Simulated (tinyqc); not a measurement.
Wafer bonding and layer transfer: bond energy, gap closing, particles, bonding of dissimilar wafers and hydrogen blisters: one step, computed by the program tinyqc. Command: `OMP_NUM_THREADS=1 python tinyqc.py 3028071 3028072 out.jsonl bond walk`. One thread of a shared host (Intel(R) Xeon(R) Processor @ 2.30GHz), about 0.01 s of CPU time with the checks.

gamma is the energy per area of each of the two surfaces; plates are isotropic.

Task: Heating a pair with different expansion. M = E/(1 - nu), misfit e = (alpha_2 - alpha_1) dT. Curvature k = 6 M1 M2 t1 t2 (t1 + t2) e/[M1^2 t1^4 + M2^2 t2^4 + 2 M1 M2 t1 t2 (2 t1^2 + 3 t1 t2 + 2 t2^2)]; force per width F = k (M1 t1^3 + M2 t2^3)/(6 (t1 + t2)); at the interface s1 = F/t1 + M1 k t1/2, s2 = -F/t2 - M2 k t2/2; stored biaxial energy U = F^2 [1/(M1 t1) + 1/(M2 t2)] + k^2 (M1 t1^3 + M2 t2^3)/12; the pair can part when U > 2 gamma.

Inputs (values chosen for the exercise, with wafer 1 close to silicon):
```
quantity,value,unit
Young's modulus E1,148,GPa
Young's modulus E2,101,GPa
Poisson ratio nu,0.3,-
thickness t1,625,micrometre
thickness t2,500,micrometre
expansion mismatch alpha_2 - alpha_1,0.76,1e-6/K
heating dT,225,K
```

Pair: two different wafers.

bond energy gamma = 0.1019953 J/m^2

Give: curvature; force per width; stress in wafer 1 at the interface; stress in wafer 2 at the interface; stored energy U; largest dT for this gamma.

Result:

curvature = 0.2182 1/m

force per width = 2.252 kN/m

stress in wafer 1 at the interface = 18.02 MPa

stress in wafer 2 at the interface = -12.37 MPa

stored energy U = 0.3851 J/m^2

largest dT for this gamma = 163.8 K

U exceeds 2 gamma: the pair can debond; the bond strengthens on heating, so slow ramps or thinning one wafer first help.
